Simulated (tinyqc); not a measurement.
A square-lattice strip 3 sites wide, recursive Green functions: one step of the calculation.

The device has N = 3 slices of 3 site(s), nearest-neighbour hopping -t, and site energies U; the leads are semi-infinite continuations with site energy 0. V = <i+1|H|i> = -t 1.

Task. Slice 1. Forward pass: g_1 = (E - H_1 - Sigma)^(-1), g_i = (E - H_i - V g_(i-1) V^dagger)^(-1), with Sigma also subtracted on the last slice; G_(i,1) = g_i V G_(i-1,1), starting from g_1. H_i is the block of slice i: its site energies on the diagonal and -t between neighbouring rows.

Inputs (values chosen for the exercise):
- t = 1 eV (hopping (matrix element -t))
- U = [-0.01, 0.09, 0.17, -0.24, -0.17, 0.1, 0.14, 0.24, -0.22] eV (site energies, slice by slice (3 a slice))
- E = 1.15 eV (energy)

Sigma (eV):
```
                         1                       2                        3
1   0.37440747-0.65688558i  0.21631933+0.35045467i  -0.20059253+0.16126783i
2   0.21631933+0.35045467i  0.17381494-0.49561775i   0.21631933+0.35045467i
3  -0.20059253+0.16126783i  0.21631933+0.35045467i   0.37440747-0.65688558i
```

Give: g_1.

Result.

g_1 (1/eV):
```
                   1                 2                  3
1   0.37164-0.65114i  0.21220+0.34237i  -0.19687+0.20794i
2   0.21220+0.34237i  0.14613-0.48149i   0.29126+0.33482i
3  -0.19687+0.20794i  0.29126+0.33482i   0.30861-0.72079i
```

tinyqc, about 0.01 s, one thread, Intel Xeon 2.30GHz (shared host): `OMP_NUM_THREADS=1 python tinyqc.py 2660019 2660020 out.jsonl`
